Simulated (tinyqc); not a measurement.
Hot carriers by balance equations with a heated Maxwellian: one step, computed by the program tinyqc.

The carriers follow a Maxwellian at an electron temperature T_e, slightly displaced; the drift energy is neglected against k_B T_e. The balance averages the rate, not the time, so mu_0 lies below the relaxation-time value.

Task: Drift velocity. Parabolic band: E = hbar^2 k^2/(2 m), speed v = hbar k/m, states per spin, volume and energy g(E) = m k/(2 pi^2 hbar^2). Masses are multiplied by m_0 and all formulas are in SI units. Phonon occupation N_q = 1/(exp(hbar w/(k_B T)) - 1). Acoustic deformation potential (elastic, equipartition, absorption and emission together): 1/tau = 2 pi k_B T D_A^2 g(E)/(hbar rho v_l^2). Optical or intervalley deformation potential: 1/tau = (pi Z_f D_o^2/(rho w)) [N_q g(E + hbar w) + (N_q + 1) g(E - hbar w)], with g = 0 below the band edge. Averages over the Maxwellian, <y> = int y x^(1/2) exp(-x) dx / int x^(1/2) exp(-x) dx with x = E/(k_B T_e), split at x_0 = hbar w/(k_B T_e): 64 Gauss-Legendre points in sqrt(x) below it and 128 in sqrt(x - x_0) above it, up to x = 32. Momentum balance: mu(T_e) = e/(m nu), nu = <x (sum of rates)>/<x>. Power lost per carrier: P(T_e) = hbar w <emission rate - absorption rate> + <(2 m v_l^2/(k_B T)) (E - 2 k_B T) acoustic rate>. v = mu(T_e) F; warm-carrier coefficient (mu/mu_0 - 1)/F^2.

Inputs (values chosen for the exercise, modelled on electrons in silicon):
```
quantity,value,unit
effective mass m,0.321,m_0
density rho,2329,kg/m^3
sound velocity v_l,8800,m/s
acoustic deformation potential D_A,9.2,eV
phonon energy hbar w,62.4,meV
optical or intervalley deformation potential D_o,4.3,1e8 eV/cm
final valleys Z_f,5,-
lattice temperature T,250,K
electric field F,1.1,kV/cm
```

Band: parabolic. Solver: Newton.

electron temperature T_e = 261.6829 K

low-field mobility mu_0 = 1778.950 cm^2/(V s)

Constants: k_B = 8.617333262e-05 eV/K; k_B = 1.380649e-23 J/K; e = 1.602176634e-19 C; hbar = 1.054571817e-34 J s; m_0 = 9.1093837015e-31 kg; hbar = 6.582119569e-16 eV s.

Give: mobility mu(T_e); drift velocity; mu/mu_0; (mu/mu_0 - 1)/F^2.

Result:

mobility mu(T_e) = 1705 cm^2/(V s)

drift velocity = 0.1876 1e7 cm/s

mu/mu_0 = 0.9586

(mu/mu_0 - 1)/F^2 = -0.03420 cm^2/kV^2

Caution: the drift energy m v^2/2 is not small against the heating (3/2) k_B (T_e - T), so T_e - T is rough.
